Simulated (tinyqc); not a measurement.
Single-band model of a thermoelectric material. Changing the lattice thermal conductivity kappa_L. Computed by tinyqc, a small Python program. Command: `OMP_NUM_THREADS=1 python tinyqc.py 3022203 3022204 out.jsonl thermo sweep`. One thread of a shared host (Intel(R) Xeon(R) Processor @ 2.30GHz), about 0.04 s of CPU time with the checks.

One spherical band, one scattering law, no minority carriers and no phonon drag. In a real material minority carriers limit |S| to about E_g/(2 e T), so larger values are formal. eta = E_F/(k_B T) is counted from the band edge; f = 1/(1 + exp(x - eta)).

Inputs (values chosen for the exercise, modelled on n-type PbTe):
```
quantity                     value        unit
density-of-states mass m      0.26         m_0
mobility parameter mu_300     1500  cm^2/(V s)
temperature exponent p         1.5           -
carrier density n          3.5e+17      1/cm^3
temperature T                  450           K
```

Band: parabolic. Scattering: acoustic phonons, r = -0.5.

Constants: m_0 = 9.1093837015e-31 kg; k_B = 1.380649e-23 J/K; hbar = 1.054571817e-34 J s; k_B = 8.617333262e-05 eV/K; e = 1.602176634e-19 C.

Method:
- With x = E/(k_B T), a = alpha k_B T (0 for a parabolic band), G = x (1 + a x), D = 1 + 2 a x and <y> = int y f (1 - f) dx, f = 1/(1 + exp(x - eta)): tau = tau_0 G^r/D; transport function s = G^(3/2 + r)/D^2; n = N_0 <G^(3/2)> with N_0 = (2 m k_B T)^(3/2)/(3 pi^2 hbar^3).
- Integrals over x = E/(k_B T) use 160 Gauss-Legendre points in u = sqrt(x) from 0 to sqrt(max(eta, 0) + 32).
- Solve for eta.
- sigma = e mu_0 N_0 <s> with mu_0 = e tau_0/m = mu_300 (T/300 K)^(-p); |S| = (k_B/e)(<x s>/<s> - eta); Lorenz number L = (k_B/e)^2 (<x^2 s>/<s> - (<x s>/<s>)^2); kappa_e = L sigma T; zT = S^2 sigma T/(kappa_L + kappa_e).
- Quality factor B = (k_B/e)^2 e mu_0 N_0 T/kappa_L; zT and the power factor are maximised over eta between -8 and 30.

One run for each value; columns: (1) lattice thermal conductivity kappa_L (W/(m K)); (2) largest zT; (3) |S| at the largest zT (microvolt/K); (4) eta of the largest zT; (5) density of the largest zT (1/cm^3); (6) quality factor B:
```
(1)      (2)    (3)     (4)        (5)    (6)
0.047  4.267  355.7  -2.068  7.406e+17  4.276
0.091  3.027  319.3  -1.613  1.140e+18  2.209
0.180  2.035  285.1  -1.170  1.718e+18  1.117
0.340  1.347  256.9  -0.785  2.425e+18  0.591
0.660  0.837  231.5  -0.420  3.319e+18  0.305
1.300  0.490  210.5  -0.096  4.331e+18  0.155
2.500  0.281  195.0   0.158  5.291e+18  0.080
4.800  0.156  184.0   0.349  6.115e+18  0.042
9.400  0.083  176.6   0.484  6.748e+18  0.021
```

What does the table show, and why?

Over the rows, largest zT falls from 4.27 to 0.0828 (exponent d ln y / d ln x -0.52 between the first rows and -0.94 between the last); |S| at the largest zT (microvolt/K) falls from 356 to 177 (exponent d ln y / d ln x -0.16 between the first rows and -0.061 between the last); eta of the largest zT rises from -2.07 to 0.484. At the high end the exponent of largest zT is -0.94, close to -1: at small B the best zT is proportional to B. A better material wants lighter doping: as B falls from 4.28 to 0.0214 the best eta moves from -2.07 to 0.48.

Caution (all rows): at so low a doping minority carriers, left out here, would cut S in a narrow-gap material.

Extremes, crossings and ranges named in words are read from the listed rows.
